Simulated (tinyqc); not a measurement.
# Permeation of metal atoms or ions through a thin barrier or dielectric: time lag, field-aided drift and lifetime, step by step

A worked calculation. Computed by tinyqc, a small Python program that keeps every step. Command: `OMP_NUM_THREADS=1 python tinyqc.py 3008569 3008570 out.jsonl barrier walk`. One thread of a shared host (Intel(R) Xeon(R) Processor @ 2.30GHz), about 0.01 s of CPU time with the checks. Intermediate numbers are printed to about 6 digits and carried at full precision; extremes and crossings named in words are read from the listed rows.

The film 0 < x < d is empty at first; C = C0 at x = 0 and C = 0 at x = d. dC/dt = D d2C/dx2.

Inputs (values chosen for the exercise, for a model case: neutral metal atoms through a barrier): thickness d = 2.3 nm; prefactor D0 = 0.0072 cm^2/s; activation energy E = 1.45 eV; concentration at the source side C0 = 4.6e+19 1/cm^3; charge number z = 0; voltage V (positive drives ions across) = 0 V; critical dose Q_c = 4e+10 1/cm^2; test temperature T = 175 C; use temperature T_u = 100 C; time in units of d^2/D, s = 0.032.

Constants: k_B = 8.617333262e-05 eV/K.

## Scales

D = D0 exp(-E/(k_B T)); time scale d^2/D; Peclet number P = z V/(k_B T), k_B T in eV; 1 nm = 1e-7 cm. Temperatures in kelvin are T(C) + 273.15.

diffusivity D = 3.55640e-19 cm^2/s

time scale d^2/D = 148746 s

Peclet number P = 0

## Steady flux and time lag

Steady flux J = (D C0/d) P/(1 - exp(-P)); time lag in units of d^2/D: s_L = [P (1 + exp(-P))/(1 - exp(-P)) - 2]/P^2 (P = 0: J = D C0/d, s_L = 1/6).

flux relative to D C0/d = 1

steady flux J = 7.11279e+07 1/(cm^2 s)

time lag s_L = 0.166667

time lag = 24791.0 s

## Dose at time s

Dose through the film Q(s) = C0 d {f (s - s_L) - 2 exp(P/2) sum_(n=1..200) (-1)^n n^2 pi^2 exp(-l_n s)/l_n^2}, l_n = n^2 pi^2 + P^2/4, f = P/(1 - exp(-P)) the relative flux.

Q/(C0 d) = 8.90215e-06

dose Q = 9.41848e+07 1/cm^2

time = 4759.87 s

## Time to the critical dose

Solve Q = Q_c for s. At the use temperature D and P take T_u, with the same C0 and V; 1 year = 3.15576e7 s.

s at the critical dose = 0.0831152

failure time at T = 12363.1 s

failure time at T_u = 0.742088 years

Failure comes before the time lag: the first arrivals suffice. Caution: grain boundaries, pinholes, trapping and space charge are left out; thin real barriers usually fail at defects.

## Approach to the steady line

Short-time form for P = 0: Q/(C0 d) = 4 sqrt(s) ierfc(1/(2 sqrt(s))), ierfc(y) = exp(-y^2)/sqrt(pi) - y erfc(y).

Q/(C0 d):
```
s          series  steady line f (s - s_L)  short-time form, no field
0.03  4.84192e-06                 -0.13667                4.84192e-06
0.05  2.69342e-04                 -0.11667                2.69342e-04
0.08  3.20662e-03                 -0.08667                3.20662e-03
0.12  1.48873e-02                 -0.04667                1.48873e-02
0.20  6.14638e-02                  0.03333                6.14632e-02
0.30  1.43824e-01                  0.13333                1.43786e-01
0.50  3.34791e-01                  0.33333                3.33262e-01
0.80  6.33409e-01                  0.63333                6.18380e-01
1.20  1.03333e+00                  1.03333                9.70022e-01
```

The dose lies above the steady line at all times and, among these rows, is within 1 % of it from s = 0.5 on (the lag is s_L = 0.167); for a known P the intercept of that line gives D and its slope D C0. Among these rows the short-time form holds to 1 % up to s = 0.5.

Checks made by the program: series against a 300-cell finite-difference solution (relative difference 1e-04).
